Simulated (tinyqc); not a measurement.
Specific resistance of a metal-semiconductor contact and its transmission-line measurement: one step, computed by the program tinyqc. Command: `OMP_NUM_THREADS=1 python tinyqc.py 3014526 3014527 out.jsonl contact walk`. One thread of a shared host (Intel(R) Xeon(R) Processor @ 2.30GHz), about 0.01 s of CPU time with the checks.

The barrier is parabolic (depletion approximation), energies E are normal energies counted from the band edge in the neutral semiconductor (downwards for holes), and the bias is zero. xi is an input, held fixed when other inputs move.

Task: Tunnelling energy and barrier. E_00 = (e hbar/2) sqrt(N/(eps eps_0 m)); band bending E_b = phi_B + xi; depletion width w = sqrt(2 eps eps_0 E_b/(e^2 N)).

Inputs (values chosen for the exercise, modelled on n-type In0.53Ga0.47As):
```
quantity,value,unit
tunnelling mass m,0.042,m_0
permittivity eps,13.9,-
barrier height phi_B,0.18,eV
doping N,2e+19,1/cm^3
"Fermi level above the band edge in the bulk, xi",0.45,eV
temperature T,300,K
```

Image-force lowering: left out.

Constants: hbar = 1.054571817e-34 J s; eps_0 = 8.8541878128e-12 F/m; m_0 = 9.1093837015e-31 kg; k_B = 8.617333262e-05 eV/K; e = 1.602176634e-19 C.

Give: E_00; E_00/k_B T; depletion width; barrier used, above the bulk band edge.

Result:

E_00 = 108.7 meV

E_00/k_B T = 4.204

depletion width = 6.957 nm

barrier used, above the bulk band edge = 0.63 eV

By the usual rule this is thermionic-field emission (0.5 to 5 k_B T).
